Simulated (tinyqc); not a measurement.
# Planar ballistic transistor, top-of-the-barrier model: effect of the temperature

At the top of the source barrier, states moving towards the drain are filled by the source (Fermi level 0) and states moving back by the drain (Fermi level -q Vd); nothing scatters. U is the shift of the band edge there, set by the capacitances CG, CD and CS (the total) and by the charge. Parabolic two-dimensional band; the source is grounded.

N0 = gv m kB T/(pi hbar^2), CG = eps0 eox/tox, vT = sqrt(2 kB T/(pi m)), CS = CG/aG, n0 = n at U = 0 and Vd = 0. eta1 = -(E0 + U)/Vt, eta2 = eta1 - Vd/Vt, n = (N0/2)[F_0(eta1) + F_0(eta2)], F_0(x) = ln(1 + exp x). U = UL + q (n - n0)/CS with UL = -(aG Vg + aD Vd), energies in eV. I = q (N0/2) vT [F_(1/2)(eta1) - F_(1/2)(eta2)] per width, F_(1/2)(x) = (2/sqrt(pi)) int_0^infinity u^(1/2)/(1 + exp(u - x)) du. CQ = (q/Vt) dn/d(eta1). E0 is held fixed.

Inputs (values chosen for the exercise); mass and valleys close to those of silicon (two valleys): effective mass m = 0.184 m0; valley degeneracy gv = 2; relative permittivity of the gate insulator eox = 16; insulator thickness tox = 2.4 nm; gate control CG/CS aG = 0.88; drain control CD/CS aD = 0.067; band edge at the barrier top above the source Fermi level at zero bias E0 = 0.3 eV; gate voltage Vg = 0.5 V; drain voltage Vd = 0.5 V.

Constants: q = 1.602176634e-19 C, kB = 1.380649e-23 J/K, hbar = 1.054571817e-34 J s, m0 = 9.1093837015e-31 kg, Vt = kB T/q, eps0 = 8.8541878128e-14 F/cm where lengths are in cm. Results are converted to the units shown.

Result of one run:
```
T (K)	eta1	n (cm^-2)	I (uA/um)	mean velocity I/(q n) (cm/s)	CQ/CS
420	1.568	4.889e12	1476	1.884e7	1.519
```

What becomes of these results when the temperature T is changed from 420 to 300 K, all else the same?

Result of the changed run:
```
T (K)	eta1	n (cm^-2)	I (uA/um)	mean velocity I/(q n) (cm/s)	CQ/CS
300	2.305	4.769e12	1314	1.719e7	1.669
```

The whole series:
```
T (K)	eta1	n (cm^-2)	I (uA/um)	mean velocity I/(q n) (cm/s)	CQ/CS
50	14.20	4.702e12	1100	1.460e7	1.836
77	9.220	4.702e12	1110	1.473e7	1.836
120	5.915	4.703e12	1133	1.503e7	1.831
180	3.932	4.711e12	1181	1.565e7	1.801
240	2.924	4.732e12	1242	1.639e7	1.742
300	2.305	4.769e12	1314	1.719e7	1.669
360	1.880	4.822e12	1392	1.801e7	1.593
420	1.568	4.889e12	1476	1.884e7	1.519
```

As T goes from 50 to 420 K, n rises from 4.70e12 to 4.89e12 cm^-2, the mean velocity rises from 1.46e7 to 1.88e7 cm/s and the current rises from 1100 to 1480 uA/um. CQ/CS goes from 1.8 to 1.5.

Numbers from tinyqc (`OMP_NUM_THREADS=1 python tinyqc.py 2400033 2400034 out.jsonl`; about 0.01 s on one thread of a shared Intel Xeon 2.30GHz).
